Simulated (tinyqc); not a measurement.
Voltage acceleration of oxide breakdown, four models on the same data: one step of the calculation.

Field E = V/tox in MV/cm. Models: ln(t63/1 s) = a - c X with X = E (E model), -1/E (1/E model), ln V (power law, c the exponent n) or sqrt(E).

Question. Projection to use conditions. Project to Vu, multiply by exp[(Ea q/kB)(1/Tu - 1/Ts)] and by ks; ten years are 3.15576e8 s. The largest voltage for ten years solves the same relation for V.

Values chosen for this exercise: oxide thickness tox = 4.5 nm; use voltage Vu = 2.8 V; stress temperature Ts = 423 K; use temperature Tu = 378 K; activation energy Ea = 0.89 eV; factor for area and percentile ks = 4.2e-5.

Constants: q = 1.602176634e-19 C, kB = 1.380649e-23 J/K. Results are converted to the units shown.

| model | c | a |
|---|---|---|
| E | 3.2398097 | 44.957794 |
| 1/E | 495.19508 | -35.867969 |
| power | 40.300268 | 73.706465 |
| sqrt E | 22.887341 | 85.197896 |

Give: temperature factor; lifetime; largest voltage for ten years.

Answer.

temperature factor = 18.296

| model | lifetime (years) | largest voltage for ten years (V) |
|---|---|---|
| E | 1.4340 | 2.5302 |
| 1/E | 2.3579e8 | 3.5592 |
| power | 2378.1 | 3.2072 |
| sqrt E | 39.187 | 2.9356 |

The lifetimes span 8.22 decades, from the E model (most cautious) to the 1/E model; the allowed voltage spans 2.53 to 3.56 V. 3 of the four models pass ten years at Vu. Lifetimes beyond a thousand years are formal extrapolations.

Range of the model: All four laws are empirical fits; none is established far below the stress range.

tinyqc, about 0.01 s, one thread, Intel Xeon 2.30GHz (shared host): `OMP_NUM_THREADS=1 python tinyqc.py 2070156 2070157 out.jsonl`
